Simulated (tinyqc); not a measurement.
MOS capacitor on an n-type substrate, surface potential from the exact charge relation: two steps of the calculation.

Uniform n-type substrate, Boltzmann statistics, full ionisation, classical densities. psi is the surface potential against the body (positive when the bands bend down) and u = -psi/Vt. Traps are spread evenly over the gap and neutral at flat band, so their charge is -q Dit psi; the minority quasi-Fermi level is shifted by Vb.

Inputs (values chosen for the exercise); band and dielectric values close to those of silicon:
```
symbol    value         unit                                                                 meaning
T           250            K                                                             temperature
Eg         1.12           eV                                                                band gap
eps_r      11.9                                                                relative permittivity
Nc       2.1e19        cm^-3                                  conduction-band density of states at T
Nv      2.05e19        cm^-3                                     valence-band density of states at T
chi        3.98           eV                                                       electron affinity
N        1.9e16        cm^-3                                          donor density of the substrate
eox        8.82               relative permittivity of the gate insulator (close to aluminium oxide)
tox           5           nm                                                     insulator thickness
phiM       4.74           eV                                                      gate work function
Nf       1.3e11        cm^-2                            fixed charge at the interface, in units of q
Dit           0  cm^-2 eV^-1                                              density of interface traps
Vb            0            V                    reverse bias of the inversion layer against the body
Vg         1.37            V                                           gate voltage against the body
```

Constants: q = 1.602176634e-19 C, kB = 1.380649e-23 J/K, Vt = kB T/q, eps0 = 8.8541878128e-14 F/cm where lengths are in cm. Results are converted to the units shown.

Task 1. Flat band, threshold and scales. ni = sqrt(Nc Nv) exp(-Eg/(2 Vt)), Eg in volts; phiF = Vt ln(N/ni); Cox = eps0 eox/tox; Vfb = phiM - chi - Vt ln(Nc/N) - q Nf/Cox; Q0 = sqrt(2 eps0 eps_r q N Vt); r = (ni/N)^2 exp(-Vb/Vt); VT = Vfb - [(2 phiF + Vb)(1 + q Dit/Cox) + sqrt(2 eps0 eps_r q N (2 phiF + Vb))/Cox].

Find: ni; phiF; Cox; Vfb; Q0; r; VT.

Result 1.

ni = 1.066e8 cm^-3
phiF = 0.4093 V
Cox = 1.562 uF/cm^2
Vfb = 0.5957 V
Q0 = 11.76 nC/cm^2
r = 3.150e-17
VT = -0.2693 V

Task 2. Newton step for the surface potential. u = -psi/Vt; F^2 = exp(-u) + u - 1 + r (exp(u) - u - 1); Qs = +sign(u) Q0 F; Cs = -dQs/dpsi = (Q0/Vt) |1 - exp(-u) + r (exp(u) - 1)|/(2 F). f = Vfb + psi + (q Dit psi - Qs)/Cox - Vg, f' = 1 + (Cs + q Dit)/Cox, psi(new) = psi - f/f'.

psi at the start = 0.77430762 V
Cox = 1.5618787 uF/cm^2
Vfb = 0.59569238 V
Q0 = 11.755776 nC/cm^2
r = 3.1496311e-17

Find: u; F; Qs; Cs; f; f'; psi after iteration 1.

Result 2.

u = -35.942
F = 6.3779e7
Qs = -7.4977e8 nC/cm^2
Cs = 1.7401e7 uF/cm^2
f = 4.8004e5 V
f' = 1.1141e7
psi after iteration 1 = 0.73122 V

This iterate lies far beyond the solution, so its charge is not a physical one.

Program tinyqc, `OMP_NUM_THREADS=1 python tinyqc.py 2060065 2060066 out.jsonl`; Intel Xeon 2.30GHz, shared host, one thread, about 0.01 s.
